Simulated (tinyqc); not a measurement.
# Ballistic Schottky-barrier transistor with a one-dimensional channel, WKB contacts, step by step

Numbers from tinyqc (`OMP_NUM_THREADS=1 python tinyqc.py 2390041 2390042 out.jsonl`; about 0.05 s on one thread of a shared Intel Xeon 2.30GHz). Printed values are rounded.

Source Fermi level 0, drain Fermi level -Vd. Far from the contacts Ec = pn - psi, and the gate moves psi one to one; the band edges relax as exp(-x/lam) from pn at the source and pn - Vd at the drain; Ev = Ec - Eg. A carrier of energy w inside the channel band meets at a contact a barrier of height D (the contact edge beyond the channel edge): T = 1 for w >= D, else exp(-S), S = 4 lam sqrt(m/C) [sqrt(D - w) - sqrt(w) arctan sqrt((D - w)/w)], C = hbar^2/(2 m0). The two contacts combine as Ts Td/(Ts + Td - Ts Td).

Parameters, values chosen for the exercise; channel values close to those of a carbon nanotube:
- T = 350 K (temperature)
- Eg = 0.851 eV (band gap)
- pn = 0.33 eV (barrier for electrons at both contacts)
- mn = 0.062 m0 (electron mass)
- mp = 0.06 m0 (hole mass)
- g = 2 (valleys or subbands)
- lam = 2 nm (screening length at the contacts)
- Vd = 0.7 V (drain bias)
- ps = -0.19 V (band shift psi of the channel by the gate)
- w0 = 0.49 eV (energy of one carrier inside the channel band)
- wm = 1.1 eV (upper end of the grid)
- nE = 13 (points of the grid)

Constants: q = 1.602176634e-19 C, kB = 1.380649e-23 J/K, hbar = 1.054571817e-34 J s, h = 6.62607015e-34 J s, m0 = 9.1093837015e-31 kg, Vt = kB T/q, hbar^2/(2 m0) = 0.0380998212 eV nm^2. Results are converted to the units shown.

Range of the model: No scattering, image-force lowering, channel charge or band-to-band tunnelling; parabolic kappa overstates S deep in the gap.

## Band edges and barriers

Electrons: Ds = psi, Dd = psi - Vd, Es = Ec, Ed = Ec + Vd. Holes: Ds = -psi, Dd = Vd - psi, Es = -Ev, Ed = -Ev - Vd. The size of each current is taken; both flow from drain to source and add.

Ec = 0.52 eV
Ev = -0.331 eV
D for electrons (eV): source -0.190000, drain -0.890000
D for holes (eV): source 0.190000, drain 0.890000

A negative D is no barrier. Here the holes carry the larger current.

## Transmission of one of the holes

S and T at both contacts for w = w0, and the tunnelling distance lam ln(D/w) at the higher barrier.

S at the source = 0
S at the drain = 1.18595
combined T = 0.305455
tunnelling distance = 1.19363 nm

## Current of the holes on a coarse grid

I = g (2 q^2/h) int T(w) [f(Es + w) - f(Ed + w)] dw, f(y) = 1/(1 + exp(y/Vt)). Electrons: Ds = psi, Dd = psi - Vd, Es = Ec, Ed = Ec + Vd. Holes: Ds = -psi, Dd = Vd - psi, Es = -Ev, Ed = -Ev - Vd. The size of each current is taken; both flow from drain to source and add. Simpson's rule on nE equally spaced w from 0 to wm.

w, point 0 to 12 (eV): [0.00000, 0.09167, 0.18333, 0.27500, 0.36667, 0.45833, 0.55000, 0.64167, 0.73333, 0.82500, 0.91667, 1.00833, 1.10000]
Ts, point 0 to 12: [0.0125751, 0.492852, 0.990323, 1, 1, 1, 1, 1, 1, 1, 1, 1, 1]
Td, point 0 to 12: [7.70488e-5, 0.00557972, 0.0244224, 0.0667808, 0.142239, 0.256731, 0.409403, 0.590098, 0.777670, 0.937807, 1, 1, 1]
T, point 0 to 12: [7.65854e-5, 0.00554787, 0.0244166, 0.0667808, 0.142239, 0.256731, 0.409403, 0.590098, 0.777670, 0.937807, 1, 1, 1]
size of the supply difference, point 0 to 12: [0.999978, 0.999898, 0.997884, 0.957574, 0.519331, 0.0491764, 0.00246968, 1.18501e-4, 5.67320e-6, 2.71574e-7, 1.30001e-8, 6.22308e-10, 2.97895e-11]
current = 2.49691 uA

A converged quadrature gives 2.570 uA; this grid is 2.8 % below that. Under 0.001 % of it passes over both barriers, the rest tunnels. The other carrier adds 1.52e-7 uA.
